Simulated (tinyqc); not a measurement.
What a faster ramp buys: rapid thermal processing of a wafer: radiative balance, ramp and cooling, pattern effects, pyrometer error and spike budget. Computed by tinyqc, a small Python program. Command: `OMP_NUM_THREADS=1 python tinyqc.py 3113292 3113293 out.jsonl rtp walk`. One thread of a shared host (Intel(R) Xeon(R) Processor @ 2.30GHz), about 0.04 s of CPU time with the checks.

The wafer is opaque and uniform through its thickness unless said otherwise; temperatures in formulas are in kelvin (C + 273.15). sigma = 5.670374419e-12 W/(cm^2 K^4).

Inputs (values chosen for the exercise, modelled on a hot silicon wafer):
```
quantity                                              value         unit
wafer thickness d                                       725   micrometre
heat capacity per volume C                             2.15   J/(cm^3 K)
thermal conductivity k                                 0.22     W/(cm K)
emissivity eps of each face                            0.71            -
reflectivity of the chamber walls r                   0.086            -
gas heat-transfer coefficient h, both faces together   0.59  mW/(cm^2 K)
wall temperature T_w                                    300            K
process temperature                                     813            C
starting temperature                                    500            C
ramp rate                                                20          K/s
activation energy of the process E_a                   3.66           eV
```

Constants: k_B = 8.617333262e-05 eV/K.

Method:
- Effective emissivity between parallel grey plates: eps_eff = 1/(1/eps + 1/(1 - r) - 1). Loss per area q(T) = 2 eps_eff sigma (T^4 - T_w^4) + h (T - T_w).
- Absorbed power during a ramp = q(T) + C d x ramp rate; thermal time constant tau = C d/(dq/dT), dq/dT = 8 eps_eff sigma T^3 + h; natural cooling rate q/(C d); front-to-back difference under one-sided heating at the end of the ramp = (absorbed power) d/(2 k).
- Cooling with the lamps off: C d dT/dt = -q(T), integrated adaptively (relative tolerance 1e-10).
- Spike anneal: linear ramp to the peak, then lamps off. Equivalent time at the peak = int exp(-(E_a/k_B)(1/T - 1/T_peak)) dt; estimate (k_B T^2/E_a)(1/ramp rate + 1/cooling rate). The ramp part uses 4000 trapezoid steps, the cooling part 4000 steps over 4 tau.

time constant tau = 3.96879 s

holding power q = 10.9072 W/cm^2

natural cooling rate = 69.9738 K/s

Against the ramp rate:
```
ramp (K/s)  ramp part (s)  cooling part (s)  total (s)  power at the peak (W/cm^2)
10                 2.6455           0.41676     3.0622                       12.47
25                 1.0582           0.41676     1.4749                       14.80
50                 0.5291           0.41676     0.9458                       18.70
100                0.2645           0.41676     0.6813                       26.49
250                0.1058           0.41676     0.5226                       49.88
500                0.0529           0.41676     0.4697                       88.84
1000               0.0265           0.41676     0.4432                      166.78
```

What follows from these numbers?

From 10 to 100 K/s the total falls by a factor 4.5, from 100 to 1000 K/s by 1.54: the cooling part, 0.417 s, is a floor, and the natural cooling rate here is 70.0 K/s.

Extremes, crossings and ranges named in words are read from the listed rows.
